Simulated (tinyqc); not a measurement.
Read current of a NAND string, cells in series solved by shooting: one step of the calculation.

Cells in series, numbered from 0 at the source line (0 V) to the bit line, each followed by a gap resistance Rg. A cell with gate Vg, threshold VT, source Vs and drain Vd passes I = 2 nf K Vt^2 [F(Vs) - F(Vd)]/(1 + th max(Vg - VT, 0)), F(V) = ln^2(1 + exp((Vg - VT - nf V)/(2 nf Vt))). The selected cell has Vg = Vr, the others Vg = Vp.

Task. Node voltages for a trial current. For a trial current I start at 0 V and, cell by cell (the selected one is cell 1), solve for the drain: sqrt(F(Vd)) = sqrt(F(Vs) - I/k), k = 2 nf K Vt^2/(1 + th max(Vg - VT, 0)), Vd = [Vg - VT - 2 nf Vt ln(exp(sqrt F) - 1)]/nf, then add I Rg.

Values chosen for this exercise; values of the order met in vertical NAND strings:
- T = 358 K (temperature)
- K = 6.8 uA/V^2 (gain factor of a cell)
- nf = 2.3 (slope factor)
- th = 0.16 1/V (mobility reduction factor)
- Rg = 7.8 kohm (resistance of the gap between cells)
- Vbl = 0.3 V (bit-line voltage)
- Vp = 5.9 V (pass voltage)
- Vr = 3.37 V (read voltage on the selected word line)

Constants: q = 1.602176634e-19 C, kB = 1.380649e-23 J/K, Vt = kB T/q. Results are converted to the units shown.

second trial current = 0.51 uA
thresholds from the source end, cell 0 to 5 (V): -1.9  1.9  -1.9  3.7  -1.9  3.7

Find: node voltage after each cell and gap, trial 2.

Result.

node voltage after each cell and gap, trial 2, cell 0 to 5 (V): 0.025663  0.099252  0.12557  0.18442  0.21134  0.27703

tinyqc, about 0.6 s, one thread, Intel Xeon 2.30GHz (shared host): `OMP_NUM_THREADS=1 python tinyqc.py 2142014 2142015 out.jsonl`
